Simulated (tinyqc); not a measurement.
A particle near a wafer in liquid: double-layer and van der Waals forces (DLVO), deposition barrier and removal. Changing the salt concentration c. Computed by tinyqc, a small Python program. Command: `OMP_NUM_THREADS=1 python tinyqc.py 3114072 3114073 out.jsonl dlvo sweep`. One thread of a shared host (Intel(R) Xeon(R) Processor @ 2.30GHz), about 0.01 s of CPU time with the checks.

Sphere and flat wall, Derjaguin approximation, constant potentials in the linear-superposition form, no retardation and no hydration force.

Inputs (values chosen for the exercise, of the order of those for alumina on silica in water):

| quantity | value | unit |
|---|---|---|
| particle radius R | 270 | nm |
| Hamaker constant A | 1.3e-20 | J |
| potential of the particle psi_1 | -25 | mV |
| potential of the wafer psi_2 | -34 | mV |
| valence z of the symmetric salt | 1 | - |
| temperature T | 293 | K |
| dielectric constant of the liquid | 80.2 | - |

Constants: e = 1.602176634e-19 C; N_A = 6.02214076e+23 1/mol; eps_0 = 8.8541878128e-12 F/m; k_B = 1.380649e-23 J/K; k_B = 8.617333262e-05 eV/K.

Method:
- kappa^2 = 2 z^2 e^2 N_A (1000 c)/(eps eps_0 k_B T); gamma_i = tanh(z e psi_i/(4 k_B T)); Z = 64 pi eps eps_0 (k_B T/(z e))^2 gamma_1 gamma_2.
- U(h) = Z R exp(-kappa h) - A R/(6 h); F(h) = -dU/dh = kappa Z R exp(-kappa h) - A R/(6 h^2), positive for repulsion.
- F = 0 reads x^2 exp(-x) = y with x = kappa h and y = A kappa/(6 Z); the left side peaks at x = 2 with 4/e^2 = 0.5413, so roots exist for smaller y: x < 2 is the barrier, x > 2 the secondary minimum.

One run for each value:

| salt concentration c (mol/L) | barrier height (k_B T) | energy at the secondary minimum (k_B T) | Debye length (nm) | position of the barrier (nm) |
|---|---|---|---|---|
| 1.00e-05 | 425.4 | -0.13 | 96.39 | 5.557 |
| 3.00e-05 | 409.0 | -0.24 | 55.65 | 4.262 |
| 1.00e-04 | 385.4 | -0.47 | 30.48 | 3.200 |
| 3.00e-04 | 357.1 | -0.87 | 17.60 | 2.475 |
| 1.00e-03 | 316.6 | -1.74 | 9.64 | 1.882 |
| 3.00e-03 | 268.8 | -3.29 | 5.57 | 1.482 |
| 1.00e-02 | 202.2 | -6.73 | 3.05 | 1.162 |
| 3.00e-02 | 126.5 | -13.21 | 1.76 | 0.958 |
| 1.00e-01 | 27.9 | -28.79 | 0.96 | 0.831 |

Over the rows, barrier height (k_B T) falls from 425 to 27.9 (exponent d ln y / d ln x -0.036 between the first rows and -1.3 between the last); energy at the secondary minimum (k_B T) falls from -0.130 to -28.8 (exponent d ln y / d ln x 0.55 between the first rows and 0.65 between the last); Debye length (nm) falls from 96.4 to 0.964 (exponent d ln y / d ln x about -0.50 throughout).  Left out: 0.300, 1.00 (a listed quantity is not defined there).

Caution (rows 1.00e-5): kappa R is not large, so the Derjaguin approximation is only rough at gaps of the order of the Debye length.

Extremes, crossings and ranges named in words are read from the listed rows.
